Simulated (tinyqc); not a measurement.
Pump-down curve: gas flow in a process chamber: flow regimes, conductance, effective pumping speed, pump-down, outgassing and purge. Computed by tinyqc, a small Python program. Command: `OMP_NUM_THREADS=1 python tinyqc.py 3121203 3121204 out.jsonl pump walk`. One thread of a shared host (Intel(R) Xeon(R) Processor @ 2.30GHz), about 0.07 s of CPU time with the checks.

Ideal gas, isothermal flow, a pump of constant speed at the end of a round pipe; process gas, volume gas and outgassing are given the same properties. 1 sccm = 101325 Pa x 1e-6 m^3/60 s x T/273.15 K.

Inputs (values chosen for the exercise, modelled on hydrogen near room temperature): molar mass M = 2.016 g/mol; molecular diameter = 0.27 nm; viscosity eta = 8.9 micropascal s; temperature T = 300 K; chamber volume V = 34 L; wall area = 3.5 m^2; pipe diameter d = 16 cm; pipe length l = 110 cm; pump speed S = 620 L/s; outgassing rate after 1 h = 3.6e-06 Pa m^3/(s m^2); outgassing exponent n = 0.7; starting pressure p0 = 130 Pa.

Constants: k_B = 1.380649e-23 J/K; u = 1.6605390666e-27 kg.

Method:
- Mean speed c = sqrt(8 k_B T/(pi m)); aperture conductance C_a = c pi d^2/16; molecular pipe C_m = C_a/(1 + 3 l/(4 d)) (Dushman form); viscous pipe C_v = pi d^4 p_mean/(128 eta l); Knudsen interpolation C = C_v + C_m (1 + x)/(1 + 1.24 x), x = d p_mean sqrt(m/(k_B T))/eta.
- Effective speed 1/S_eff = 1/S + 1/C_m; time constant V/S_eff; pressure at which the free path k_B T/(sqrt2 pi d_m^2 p) equals d.
- Pump-down: V dp/dt = -S_eff(p) p + q(t) A, with S_eff = S p_2/p, where p_2 solves C((p + p_2)/2) (p - p_2) = S p_2 at each moment, and q(t) = q_1 (1 h/(t + 10 s))^n; integrated adaptively. At long times p = q(t) A/S_eff.
- S_eff(p) is tabulated at 260 pressures and interpolated in ln p. Comparison columns: p0 exp(-t/time constant) with the molecular S_eff (0 below 1e-26 p0), and the outgassing limit.

time constant = 0.0782984 s

S_eff in molecular flow = 434.236 L/s

Pressure against time:
```
t (s)       p (Pa)  S_eff (L/s)  volume gas only (Pa)  outgassing limit (Pa)
0.3     7.8158e-01       490.02            2.8180e+00             1.7501e-03
1       1.7801e-03       433.72            3.6922e-04             1.6714e-03
3       1.4948e-03       433.80            2.9783e-15             1.4869e-03
10      1.1037e-03       433.91                     0             1.0999e-03
30      6.7829e-04       434.03                     0             6.7704e-04
100     3.3373e-04       434.14                     0             3.3349e-04
300     1.6152e-04       434.19                     0             1.6147e-04
1000    7.0644e-05       434.21                     0             7.0637e-05
3600    2.8961e-05       434.23                     0             2.8960e-05
20000   8.7335e-06       434.23                     0             8.7334e-06
100000  2.8316e-06       434.24                     0             2.8316e-06
```

What does the comparison show, and why?

From t = 1 s on the pressure is within 20 % of the outgassing limit, which falls only as (t + 10 s)^-0.7: walls, not volume, set the time to base pressure.
